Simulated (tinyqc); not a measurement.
# Hydrogenic impurity: series, fields, screening, photoionisation and donor-acceptor pairs, step by step

A worked calculation. Computed by tinyqc, a small Python program that keeps every step. Command: `OMP_NUM_THREADS=1 python tinyqc.py 3021227 3021228 out.jsonl hydrogenic walk`. One thread of a shared host (Intel(R) Xeon(R) Processor @ 2.30GHz), about 0.01 s of CPU time with the checks. Intermediate numbers are printed to about 6 digits and carried at full precision; extremes and crossings named in words are read from the listed rows.

One isotropic, parabolic band. Effective units: Ry* and a*, in which H = -nabla^2 - 2/r.

Inputs (values chosen for the exercise, modelled on GaAs):
```
quantity,value,unit
electron mass m,0.0683,m_0
dielectric constant eps,12.9,-
donor density N,3.5e+14,cm^-3
magnetic field B,9,T
depth of a short-range centre E_i,60,meV
```

Parts treated: magnetic field and photoionisation.

Constants: Ry = 13.605693123 eV; a_0 = 0.529177210903 angstrom; h x 1 THz = 4.135667696 meV; mu_B = 5.7883818060e-05 eV/T.

## Effective units and the series

Ry* = Ry m/eps^2, a* = a_0 eps/m; level n is bound by Ry*/n^2; <r> = (3/2) a* in 1s; lines 1s -> np at Ry* (1 - 1/n^2); 1 THz = 4.135667696 meV.

Ry* = 5.58421 meV

a* = 99.9471 angstrom

<r> of 1s = 149.921 angstrom

Series:
```
n,binding (meV),line from 1s (meV),line (THz)
2,1.39605,4.18816,1.01269
3,0.62047,4.96374,1.20023
4,0.34901,5.23520,1.26587
5,0.22337,5.36084,1.29625
```

## Overlap of donors

Wigner-Seitz radius r_s = (3/(4 pi N))^(1/3); Mott criterion N_c^(1/3) a* = 0.26; overlap of two 1s orbitals at distance d: S = exp(-x)(1 + x + x^2/3), x = d/a*, with d = N^(-1/3).

r_s = 880.267 angstrom

Mott density = 1.76039e+16 cm^-3

N over the Mott density = 0.0198819

overlap S = 5.62370e-05

The sample is on the insulating side, with isolated donors.

## Donor in a magnetic field

gamma = hbar omega_c/(2 Ry*) = mu_B B/(m Ry*). For m_z = 0, H = -nabla^2 - 2/r + gamma^2 rho^2/4, and the band edge moves to gamma Ry*. Basis: exp(-al rho^2 - be z^2), al_k = 0.02 x 2.4^k + gamma/4 x c with k = 0..11, be_k = 0.02 x 2.4^k and c = 0, 0.5, 1 (36 functions). With A = al_i + al_j, B = be_i + be_j (not the field) and the common factor pi^(3/2) dropped: S = 1/(A sqrt(B)), kinetic S (4 al_i al_j/A + 2 be_i be_j/B), <rho^2> = S/A, <1/r> = (2/sqrt(pi)) atanh(u)/(A u), u = sqrt(1 - B/A), which is (2/sqrt(pi))/A when A = B; overlap eigenvalues below 1e-11 are dropped. Binding = (gamma - E) Ry*; the spin term shifts level and edge alike.

gamma = 1.36589

hbar omega_c = 15.2549 meV

magnetic length a*/sqrt(gamma) = 85.5188 angstrom

ground level = -2.52967 meV

binding energy in the field = 10.1571 meV

The field squeezes the orbit and raises the binding by a factor 1.819.

## Weak-field and exact binding

Perturbation theory: E = -1 + gamma^2/2 - (53/96) gamma^4 Ry*.

Ground level (Ry*):
```
gamma,B (T),basis,second order,fourth order,binding
0.14,0.9225,-0.99039,-9.90200e-01,-9.90412e-01,1.13039
0.30,1.9767,-0.95837,-9.55000e-01,-9.59472e-01,1.25837
0.34,2.2403,-0.94744,-9.42200e-01,-9.49578e-01,1.28744
0.50,3.2945,-0.89441,-8.75000e-01,-9.09505e-01,1.39441
0.68,4.4806,-0.82042,-7.68800e-01,-8.86843e-01,1.50042
0.70,4.6124,-0.81144,-7.55000e-01,-8.87555e-01,1.51144
1.00,6.5891,-0.66233,-5.00000e-01,-1.05208e+00,1.66233
1.40,9.2247,-0.43232,-2.00000e-02,-2.14088e+00,1.83232
2.70,17.7905,0.44962,2.64500e+00,-2.66950e+01,2.25038
5.50,36.2400,2.64896,1.41250e+01,-4.91066e+02,2.85104
```

Second order stays within 1 % of the basis value up to gamma = 0.34 of those listed and fourth order up to 0.34; beyond, the truncated (asymptotic) series fails, while the binding keeps growing slowly, to 2.85 Ry* at gamma = 5.5.

## Photoionisation line shapes

With x = h nu/E above threshold, normalised to their maxima: hydrogenic 1s: x^-4 exp(4 - 4 atan(k)/k)/(1 - exp(-2 pi/k)), k = sqrt(x - 1), which is 1 at threshold; delta-function centre (Lucovsky): 8 (x - 1)^(3/2)/x^3, which is 1 at x = 2. Energies use E = Ry* and E = E_i; band-to-band absorption, which hides both above the gap, is left out.

Relative cross-sections:
```
x,"h nu, hydrogenic (meV)",hydrogenic,"h nu, short-range centre (meV)",Lucovsky
1.05,5.8634,8.77722e-01,63,0.07726
1.20,6.7011,6.12223e-01,72,0.41409
1.50,8.3763,3.31741e-01,90,0.83805
2,11.1684,1.47738e-01,120,1.00000
2.50,13.9605,7.78364e-02,150,0.94060
3.50,19.5447,2.90356e-02,210,0.73756
5,27.9211,9.97300e-03,300,0.51200
8,44.6737,2.36116e-03,480,0.28938
```

The Coulomb tail makes the hydrogenic cross-section largest at threshold, 5.58 meV; the short-range (neutral) centre starts from zero and peaks at twice its depth, 120.0 meV.

Checks made by the program: weak-field limit -1 + gamma^2/2 (relative difference 8e-06).
